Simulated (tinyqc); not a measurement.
A short-path metal as competitor: size effects in the resistivity of thin metal films and interconnect lines. Computed by tinyqc, a small Python program. Command: `OMP_NUM_THREADS=1 python tinyqc.py 3002680 3002681 out.jsonl size walk`. One thread of a shared host (Intel(R) Xeon(R) Processor @ 2.30GHz), about 0.01 s of CPU time with the checks.

Electrons lose their drift at surfaces (a share 1 - p of the hits) and at grain boundaries (reflection R), besides bulk scattering. The line sits in a trench with a non-conducting liner on both walls and the bottom; the spacing equals the drawn width.

Inputs (values chosen for the exercise, modelled on gold):
```
quantity                                   value         unit
bulk resistivity rho_b                      2.21  microohm cm
bulk mean free path lambda                  37.6           nm
specularity p                                  0            -
grain-boundary reflection R                 0.46            -
grain size over metal width                    2            -
aspect ratio (height over width)             1.8            -
liner thickness t                            0.9           nm
competitor: rho_b relative to this metal     3.5            -
competitor: lambda relative to this metal   0.31            -
competitor: liner relative to t             0.44            -
```

Geometry: line.

Method:
- Fuchs-Sondheimer film: rho_b/rho = 1 - (3/(2 kappa))(1 - p) int_0^1 (s - s^3)(1 - exp(-kappa/s))/(1 - p exp(-kappa/s)) ds, f = rho/rho_b, kappa = thickness/lambda, 80 Gauss-Legendre points.
- Line: the excess of a film of thickness w_m and of a film of thickness h_m are added, rho/rho_b = 1 + (f(w_m) - 1) + (f(h_m) - 1), an estimate that holds best when both sides exceed lambda.
- Mayadas-Shatzkes: alpha = (lambda/D) R/(1 - R); rho_b/rho = 1 - 3 alpha/2 + 3 alpha^2 - 3 alpha^3 ln(1 + 1/alpha).
- w_m = w - 2t, h_m = (aspect ratio) w - t, D = (ratio) w_m; rho = rho_b [1 + surface excess + grain excess].
- Effective resistivity rho (aspect ratio) w^2/(w_m h_m) for the metal with its liner, for the same metal without liner, and for a competitor with its own rho_b, lambda and liner, and for that competitor with the liner t; p, R, aspect and grain ratios are the same.

Effective resistivity (microohm cm):
```
w (nm)  this metal  without liner  competitor  competitor, liner t
200          2.762          2.727       8.332                8.389
100          3.359          3.265       8.945                9.073
50           4.656          4.373      10.228               10.545
30           6.535          5.844      12.053               12.738
20           9.108          7.638      14.494               15.851
14          12.835          9.874      17.851               20.485
10          18.730         12.757      22.682               27.922
7           30.304         16.932      30.717               42.578
5           53.813         22.306      43.146               72.145
```

What does the comparison show, and why?

The competitor wins below a width between 7.00 and 5.00 nm. In narrow lines rho scales as rho_b lambda/w, and the product rho_b lambda of the competitor is 1.08 times this metal's. At the narrowest width the liner costs this metal a factor 2.41. With the same liner the competitor wins nowhere in the table; at the narrowest width the thinner liner lowers it from 72.1 to 43.1. Rows with w - 2t below lambda stretch the additive estimate. Metal widths below about 5 nm are outside this semiclassical model. Caution: below about 5 nm roughness, discontinuity and quantum confinement take over from this semiclassical model.

Extremes, crossings and ranges named in words are read from the listed rows.
